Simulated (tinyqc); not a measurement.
Bloch-Grueneisen resistivity of a metal: one step, computed by the program tinyqc. Command: `OMP_NUM_THREADS=1 python tinyqc.py 3003389 3003390 out.jsonl bg walk`. One thread of a shared host (Intel(R) Xeon(R) Processor @ 2.30GHz), about 0.01 s of CPU time with the checks.

Electrons scatter from a Debye spectrum of phonons (n = 5 for scattering within one band, n = 3 for scattering into a second, heavy band) and from static defects.

Problem. The integral and the phonon part. J_n(y) = int_0^y x^n e^x/(e^x - 1)^2 dx, by 96 Gauss-Legendre points (upper limit at most 60). rho_ph = (n - 1) rho_1 (T/Theta)^n J_n(Theta/T), with rho_1 = 2 pi lambda_tr k_B Theta/(hbar eps_0 w_p^2), the high-temperature line at T = Theta.

Inputs (values chosen for the exercise, modelled on ruthenium): exponent n = 5; Debye temperature Theta = 431 K; temperature T = 200 K.

Addition: none.

rho_1 = 12.58155 microohm cm

Give: Theta/T; J_n; phonon resistivity rho_ph.

Solution.

Theta/T = 2.155

J_n = 4.2115

phonon resistivity rho_ph = 4.5603 microohm cm

This is 78.1 % of the straight line rho_1 T/Theta.
